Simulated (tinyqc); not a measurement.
## Dose and depth of a threshold implant

Inverse problem. A sheet of D acceptors per cm^2 lies at depth xi inside the depleted layer of a body doped Na. In the depletion approximation VT = Vfb + f2 + q D/Cox + gamma sqrt(f2 + Vsb - q D xi/(eps0 eps_r)), gamma = sqrt(2 eps0 eps_r q Na)/Cox, Cox = eps0 eox/tox. Find gamma, D and xi.

Values chosen for this exercise; band and dielectric values close to those of silicon:
- eps_r = 11.8 (relative permittivity)
- Na = 9.1e17 cm^-3 (acceptor density deep in the body)
- eox = 8.82 (relative permittivity of the gate insulator (close to aluminium oxide))
- tox = 4.5 nm (insulator thickness)
- Vfb = -0.83 V (flat-band voltage)
- f2 = 0.996 V (band bending 2 phiF at threshold)

Constants: q = 1.602176634e-19 C, eps0 = 8.8541878128e-14 F/cm where lengths are in cm. Results are converted to the units shown.

VT against the source at Vsb = 0 and 1.4 V (V): 0.51768692  0.69553932

Solution. With y^2 = f2 - q D xi/(eps0 eps_r) and d the difference of the thresholds over gamma, sqrt(y^2 + Vsb) - y = d gives y = (Vsb - d^2)/(2 d). The first threshold then gives D, and y^2 gives xi.

gamma = 0.318 V^0.5
D = 4.60e11 cm^-2
xi = 7.20 nm

Computed by the program tinyqc: `OMP_NUM_THREADS=1 python tinyqc.py 2080126 2080127 out.jsonl`, one thread of a shared Intel Xeon 2.30GHz, about 0.5 s for the whole run.
